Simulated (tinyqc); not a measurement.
Worked calculation: Luttinger-Kohn k.p, four valence bands. One step of it, computed by the program tinyqc.

Task: Bloch Hamiltonian at k. P = c g1 k^2, Q = c g2 (kx^2 + ky^2 - 2 kz^2), R = c sqrt3 [-g2 (kx^2 - ky^2) + 2i g3 kx ky], S = 2 c sqrt3 g3 (kx - i ky) kz, c = hbar^2/2m = 3.809982 eV angstrom^2; rows [P+Q, -S, R, 0], [-S*, P-Q, 0, R], [R*, 0, P-Q, S], [0, R*, S*, P+Q]. The path ends lie at |k| = 0.05 1/angstrom.

Luttinger parameters chosen for this model; energies are counted downward from the top of the valence band:

| parameter | value | unit |
|---|---|---|
| g1 | 17.390000 |  |
| g2 | 2.990000 |  |
| g3 | 5.730000 |  |

k point k (1/angstrom): -0.016000  -0.004000  -0.021000

Give: H(k) at k.

Result:

H(k) at k (eV), lower triangle (Hermitian):
```
                  3/2              1/2            -1/2    -3/2
3/2            0.0403
1/2   -0.0254-0.0064i           0.0542
-1/2  -0.0047-0.0048i           0.0000          0.0542
-3/2           0.0000  -0.0047-0.0048i  0.0254+0.0064i  0.0403
```
